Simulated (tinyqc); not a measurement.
Nudged elastic band on a two-dimensional model surface: one step, computed by the program tinyqc.

V(x, y) = h u^2 + t x + (kappa/2)(y + c u)^2 with u = x^2/w^2 - 1; the path runs from the minimum near (-w, 0) to that near (w, 0).

Task: Iteration 2. Tangent at image i: towards the higher neighbour if the energies rise or fall through i; at a maximum or minimum, tau = t+ dmax + t- dmin if V(i+1) > V(i-1), else t+ dmin + t- dmax, with t+ = R(i+1) - R(i), t- = R(i) - R(i-1) and dmax, dmin the larger and smaller of |V(i+1) - V(i)| and |V(i-1) - V(i)|; then normalise. Force F = -grad V + (grad V.tau) tau + k_s (|t+| - |t-|) tau. With a climbing image, the highest image feels instead F = -grad V + 2 (grad V.tau) tau and no spring. Update R(new) = R + eta F; the end points stay fixed.

Inputs (values chosen for the exercise, for a model surface):
```
quantity                     value           unit
height h                      0.39             eV
half width w                   1.6       angstrom
transverse stiffness kappa     2.8  eV/angstrom^2
curvature c                   0.66       angstrom
tilt t                      0.0046    eV/angstrom
spring constant k_s            1.6  eV/angstrom^2
step factor eta              0.079  angstrom^2/eV
```

Surface: curved double well. Climbing image: on.

images after iteration 1 (angstrom):
```
                  x          y
image 1  -0.8039811  0.1080875
image 2  -0.0035135  0.1459990
image 3   0.7960061  0.1109131
```

positions (angstrom):
```
                x          y
start   -1.603761  -0.003107
end      1.596212   0.003121
saddle   0.007549   0.659985
```

Give: unit tangents; forces; images after iteration 2.

Result:

unit tangents:
```
              x        y
image 1  0.9989   0.0473
image 2  1.0000   0.0010
image 3  0.9990  -0.0438
```

forces (eV/angstrom):
```
              x      y
image 1  -0.063  1.115
image 2   0.006  1.439
image 3   0.060  1.113
```

images after iteration 2 (angstrom):
```
               x       y
image 1  -0.8089  0.1961
image 2  -0.0030  0.2597
image 3   0.8008  0.1988
```
